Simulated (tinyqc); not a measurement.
Permittivity and interlayer from two capacitances.

Problem. A two-layer stack has Cox = eps0/(t1/e1 + t2/e2) and EOT = 3.9 eps0/Cox. Find e2, the EOT of layer 1 and, with e1 given, t1.

Parameters, values chosen for the exercise:
```
symbol  value  unit                           meaning
e1       9.17        relative permittivity of layer 1
```

Constants: eps0 = 8.8541878128e-14 F/cm where lengths are in cm. Results are converted to the units shown.

Cox at t2 = 2.4 and 7.2 nm (uF/cm^2): [4.4406259, 2.0897817]

Solution. EOT is linear in t2 with slope 3.9/e2, and its intercept is the EOT of layer 1.

e2 = 21.4
EOT of layer 1 = 0.340 nm
t1 = 0.800 nm

Numbers from tinyqc (`OMP_NUM_THREADS=1 python tinyqc.py 2010071 2010072 out.jsonl`; about 0.01 s on one thread of a shared Intel Xeon 2.30GHz).
